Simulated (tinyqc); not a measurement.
Inside a calculation: electrons shared among three sets of ellipsoidal valleys. Values are carried at full precision from step to step, so a last printed digit may differ when a step is redone from the rounded ones.

Constants: hbar^2/2m0 = 3.80998211 eV angstrom^2; kB = 8.617333262e-05 eV/K.

Inputs chosen for the exercise (masses and offsets near those of GaP; mobilities are free inputs, held fixed; the results hold for these values, not for the real material): ml = (1.954, 1.216, 0.134) m0 (longitudinal masses of X, L, Gamma); mt = (0.2524, 0.1467, 0.134) m0 (transverse masses); M = (3, 4, 1) (valleys in each set); T = 200 K; dE = (0, 0.286, 0.531) eV (edges of X, L, Gamma above the first); n = 1.4e+17 1/cm^3 (total electron density); mu = (270, 480, 1700) cm^2/(V s) (mobility of each set).

## Masses of each set

One valley: m_d = (ml mt^2)^(1/3). Whole set: m_de = M^(2/3) m_d. Mean over three axes: 1/m_c = (1/ml + 2/mt)/3. Anisotropy K = ml/mt.

m_d, m_de, m_c (m0) and K of each set:
```
set       m_d    m_de     m_c     K
X      0.4993  1.0386  0.3556  7.74
L      0.2969  0.7481  0.2075  8.29
Gamma  0.1340  0.1340  0.1340  1.00
```

m_de/m_c is 2.92 for X, 3.60 for L, 1.00 for Gamma: many anisotropic valleys give many states at a light conductivity mass. m_c is the mean over three axes; a set that holds only some of the equivalent valleys conducts with a mass that depends on direction.

## Effective densities of states

N_i = M_i times N = 2 (m kB T/(4 pi c))^(3/2) with c = hbar^2/2m0, in 1/angstrom^3; times 1e24 for 1/cm^3, with m = (ml mt^2)^(1/3).

kT = 0.017235 eV

N_i (1/cm^3): X 1.4458e+19, L 8.8388e+18, Gamma 6.7003e+17

## Fermi level and populations

F_j(eta) = (1/Gamma(j + 1)) integral_0^infinity x^j dx/(1 + exp(x - eta)), which tends to exp(eta) for eta << 0.

Solve n = sum_i N_i F_1/2((EF - dE_i)/kT), energies from the edge of the first set.

EF = -0.0799 eV

eta_i: X -4.63, L -21.23, Gamma -35.44

n_i (1/cm^3): X 1.40e+17, L 5.33e+09, Gamma 271

shares: X 1.0000, L 0.0000, Gamma 0.0000

X holds most electrons (100.0 %). Boltzmann weights N_i exp(-dE_i/kT) would give L a share of 0.0000.

## Drift and Hall mobility of the mixture

With f_i the shares, mu_drift = sum f_i mu_i; low-field Hall mobility mu_H = sum f_i mu_i^2/mu_drift (scattering and anisotropy factors set to 1); the Hall density is n mu_drift/mu_H; rho = 1/(e n mu_drift), e = 1.602176634e-19 C.

mu_drift = 270 cm^2/(V s)
mu_H = 270 cm^2/(V s)
Hall density = 1.40e+17 1/cm^3
rho = 0.165 ohm cm

A Hall measurement would read 100.0 % of the true density.

## Checks

- Share of L at n = 1e10 1/cm^3 against the Boltzmann weight: both 3.797e-08.

(tinyqc, `OMP_NUM_THREADS=1 python tinyqc.py 1680314 1680315 out.jsonl`, Intel(R) Xeon(R) Processor @ 2.30GHz, 1 thread, shared host, about 0.01 s.)
